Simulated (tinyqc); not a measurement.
What an interlayer buys: scattering of inversion-layer electrons by surface optical phonons of the gate insulator (remote phonon scattering). Computed by tinyqc, a small Python program. Command: `OMP_NUM_THREADS=1 python tinyqc.py 3112426 3112427 out.jsonl sophonon walk`. One thread of a shared host (Intel(R) Xeon(R) Processor @ 2.30GHz), about 0.01 s of CPU time with the checks.

One subband with the Fang-Howard envelope; insulator and channel are half-spaces, the gate is far away, and an interlayer only moves the polar surface away by t (its own modes and its permittivity contrast are left out).

Inputs (values chosen for the exercise, modelled on Al2O3 on In0.53Ga0.47As):
```
quantity                                   value        unit
static constant of the insulator eps_0s     12.4           -
intermediate constant eps_i                 7.23           -
optical constant eps_inf                    3.25           -
hbar omega_TO1                                48         meV
hbar omega_TO2                              71.2         meV
constant of the channel eps_s               13.9           -
in-plane mass m                           0.0421         m_0
valleys g_v                                    1           -
sheet density n                          5.2e+11      1/cm^2
mean distance of the electrons z0 = 3/b      5.6          nm
interlayer thickness t                         0          nm
temperature T                                250           K
mobility from other processes               3540  cm^2/(V s)
```

Screening by the channel electrons: none.

Constants: k_B = 8.617333262e-05 eV/K; hbar^2/(2 m_0) = 3.80998212 eV angstrom^2; e^2/(4 pi eps_0) = 14.39964548 eV angstrom; hbar = 6.582119569e-16 eV s; e = 1.602176634e-19 C; m_0 = 9.1093837015e-31 kg.

Method:
- eps(w) = eps_inf + (eps_0s - eps_i) w1^2/(w1^2 - w^2) + (eps_i - eps_inf) w2^2/(w2^2 - w^2). Surface modes solve eps(w) + eps_s = 0, a quadratic in w^2; the strength of a mode is g = 2/(w d eps/dw).
- Occupation N = 1/(exp(hbar w/(k_B T)) - 1).
- Density of states D = g_v m/(pi hbar^2); eta = E_F/(k_B T) = ln(exp(n/(D k_B T)) - 1); screening wave number q_s = e^2 D/(2 eps_0 eps_avg) x 1/(1 + exp(-eta)), eps_avg = (eps_s + eps_inf)/2; b = 3/z0.
- For a mode of strength g, without the occupation factor, Area x |M(q)|^2 = e^2 hbar w g/(2 eps_0 q) x (b/(b + q))^6 exp(-2 q t).
- Approximate momentum relaxation rate, taking tau v alike in the initial and final states: 1/tau = (m/(2 pi hbar^3)) sum over modes and over absorption (N, E' = E + hbar w) and emission (N + 1, E' = E - hbar w > 0) of [(1 - f(E'))/(1 - f(E))] int_0^(2 pi) Area |M(q)|^2 (1 - cos theta) d theta, q^2 = k^2 + k'^2 - 2 k k' cos theta, f the Fermi function; 48 midpoints in theta from 0 to pi.
- mu = (e/m) int tau E f (1 - f) dE/(k_B T int f dE), by 300 midpoints from 0 to (max(eta, 0) + 14) k_B T; Matthiessen sum with the other processes.

hbar omega_SO (meV): 1 52.5727, 2 80.5020

strengths g: 1 0.0060185, 2 0.0142677

occupations N: 1 0.0954494, 2 0.0244133

b = 0.535714 1/nm

q_s = 0.138523 1/nm

eta = 1.08017

Against the interlayer thickness:
```
t (nm)  remote-phonon mobility (cm^2/(V s))  total (cm^2/(V s))
0.0                              4.0543e+05              3509.4
0.3                              4.9785e+05              3515.0
0.6                              6.0803e+05              3519.5
1.0                              7.8714e+05              3524.2
1.5                              1.0728e+06              3528.4
2.0                              1.4419e+06              3531.3
3.0                              2.5081e+06              3535.0
```

What follows from these numbers?

1 nm of interlayer raises the remote-phonon mobility by a factor 1.94, as exp(2 q t) with an effective q of 0.33 per nm; between 2 and 3 nm the effective q is 0.28. The total goes from 3510 to 3520 over the first nanometre.

Extremes, crossings and ranges named in words are read from the listed rows.
